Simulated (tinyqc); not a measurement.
Strain, valley repopulation and piezoresistance in a many-valley conduction band. From mobility along the second direction back to stress X (tension positive). Computed by tinyqc, a small Python program. Command: `OMP_NUM_THREADS=1 python tinyqc.py 3014571 3014572 out.jsonl valleys inv`. One thread of a shared host (Intel(R) Xeon(R) Processor @ 2.30GHz), about 0.09 s of CPU time with the checks.

Valleys are ellipsoids with mass m_l along the axis a and m_t across it, parabolic, with one constant relaxation time; strain shifts the valleys and leaves the masses alone. Currents are taken along [110], along the load, and along [1-10], across the load.

Inputs (values chosen for the exercise, modelled on germanium):
```
quantity                               value    unit
longitudinal mass m_l                   1.56     m_0
transverse mass m_t                   0.0835     m_0
shear deformation potential Xi_u        16.7      eV
dilation deformation potential Xi_d     -4.4      eV
C11                                      128     GPa
C12                                     47.6     GPa
C44                                     66.7     GPa
electron density n                   1.1e+19  1/cm^3
relaxation time tau                      110      fs
temperature T                            250       K
```

Valley axes: <111> (4 valleys). Load: uniaxial [110].

Constants: k_B = 8.617333262e-05 eV/K; m_0 = 9.1093837015e-31 kg; k_B = 1.380649e-23 J/K; hbar = 1.054571817e-34 J s; e = 1.602176634e-19 C.

Method:
- Compliances S11 = (C11 + C12)/((C11 - C12)(C11 + 2 C12)), S12 = -C12/((C11 - C12)(C11 + 2 C12)), S44 = 1/C44; stress sigma_ij = X n_i n_j for the unit vector n of the load; e_xx = S11 sigma_xx + S12 (sigma_yy + sigma_zz), e_xy = S44 sigma_xy/2 (tensor strain).
- Herring-Vogt shift of a valley with unit axis a: dE = Xi_d tr(e) + Xi_u a.e.a.
- Each of the 4 valleys holds n_v = N_v (2/sqrt(pi)) F_1/2((E_F - dE_v)/(k_B T)), N_v = 2 (m_d k_B T/(2 pi hbar^2))^(3/2), m_d = (m_l m_t^2)^(1/3); E_F solves sum n_v = n and is counted from the unstrained edge.
- F_j(eta) = int_0^infinity x^j/(1 + exp(x - eta)) dx, without a gamma-function factor. It is evaluated after integrating by parts.
- Integrals over x = E/(k_B T) use 160 Gauss-Legendre points in u = sqrt(x) from 0 to sqrt(max(eta, 0) + 32).
- Mobility tensor mu = e tau sum_v (n_v/n) [1/m_t + (1/m_l - 1/m_t) a a^T]; unstrained mu_0 = e tau (1/m_l + 2/m_t)/3; resistivity along d from the inverse tensor, rho_d = d.mu^-1.d/(n e), mobility along d = 1/(d.mu^-1.d); gauge pi_d = (rho_d/rho_0 - 1)/X.

Question. A run gave the result below. Find the stress X (tension positive), known to lie between 170 and 580 MPa.

mobility along the second direction = 1288.091 cm^2/(V s)

Answer.

Each step takes the trial c = (a f_b - b f_a)/(f_b - f_a), f being the result less the target and a, b, c the logarithms of the listed values; c replaces end b, the old b replaces a if the sign of f changed, and otherwise f_a is halved.

Scan of the range:
```
stress X (tension positive) (MPa)  mobility along the second direction (cm^2/(V s))
170                                                                         1424.18
209                                                                         1388.22
256                                                                         1345.82
314                                                                         1295.24
385                                                                         1236.44
473                                                                         1169.20
580                                                                         1097.10
```

False position (Illinois rule, in the logarithm of the input) inside the bracket:
```
step    end a    end b    trial  mobility along the second direction (cm^2/(V s))
1     314.000  385.000  321.878                                           1288.53
2     385.000  321.878  322.369                                           1288.12
3     385.000  322.369  322.428                                           1288.07
4     322.369  322.428  322.401                                           1288.09
```

Mobility along the second direction falls at every point of a 13-point scan of the range (every second point is shown), so one value fits; it is bracketed by 314 and 385. Answer: stress X (tension positive) = 322.4 MPa.
